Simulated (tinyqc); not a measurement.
Conductivity against temperature: Debye-Callaway model of lattice thermal conductivity. Computed by tinyqc, a small Python program. Command: `OMP_NUM_THREADS=1 python tinyqc.py 3025807 3025808 out.jsonl callaway walk`. One thread of a shared host (Intel(R) Xeon(R) Processor @ 2.30GHz), about 0.01 s of CPU time with the checks.

Three acoustic branches with one velocity v, cut at omega_D = k_B Theta/hbar; x = hbar omega/(k_B T). v and Theta are separate inputs: Theta cuts off the heat-carrying modes, so C need not reach 3 k_B/V. gamma is an effective value that sets the umklapp rate.

Inputs (values chosen for the exercise, modelled on gallium nitride):
```
quantity                                value        unit
sound velocity v                         5100         m/s
Debye temperature Theta                   652           K
volume per atom V                        11.4  angstrom^3
mean atomic mass M                       41.9           u
effective Grueneisen parameter gamma     1.71           -
umklapp exponent divisor b                  3           -
mass variance Gamma                   0.00024           -
Casimir length L                           85  micrometre
normal-process factor f_N                 2.2           -
```

Sample: crystal. Point defects: isotopes. Normal processes: included.

Constants: k_B = 1.380649e-23 J/K; hbar = 1.054571817e-34 J s; u = 1.6605390666e-27 kg.

Method:
- Gamma is given directly by the isotope mixture. A = V Gamma/(4 pi v^3).
- Rates: point defects A omega^4; umklapp B omega^2 T exp(-Theta/(b T)) with B = hbar gamma^2/(M v^2 Theta); normal processes f_N B omega^2 T (T/Theta)^2. Boundaries: v/L.
- kappa_1 = c int tau_C g dx, g = x^4 e^x/(e^x - 1)^2, c = (k_B/(2 pi^2 v)) (k_B T/hbar)^3, over 0 < x < min(Theta/T, 40), by 96 Gauss-Legendre points in s with x = x_max s^2; 1/tau_C = 1/tau_R + 1/tau_N; kappa_2 = c [int (tau_C/tau_N) g dx]^2 / int (tau_C/(tau_N tau_R)) g dx; kappa = kappa_1 + kappa_2.
- The boundary limit is C v^2/(3 x boundary rate), with C = 3 c int g dx / v^2.

Rayleigh coefficient A = 1.64133e-45 s^3

Kappa (W/(m K)):
```
T (K)  all processes  without point defects  boundary limit
6.5           35.869                 36.590          36.590
13            244.27                 292.72          292.72
23            849.99                 1617.8          1621.1
39            1719.9                 5617.3          7901.7
65            1606.7                 3240.2           35620
110           802.67                 1154.9      1.2893e+05
200           336.71                 404.77      2.9368e+05
330           159.46                 176.83      3.9289e+05
520           80.809                 86.190      4.3863e+05
850           40.369                 42.021      4.6023e+05
```

What follows from these numbers?

kappa peaks among these rows at 39 K (T/Theta = 0.060) with 1720 W/(m K). The exponent d ln kappa/d ln T is 2.77 at the cold end and -1.41 at the hot end. The normal rate is taken to grow as T^3 at all T, which overstates it above Theta. Point defects cost most at 39 K, a factor 3.27.

Extremes, crossings and ranges named in words are read from the listed rows.
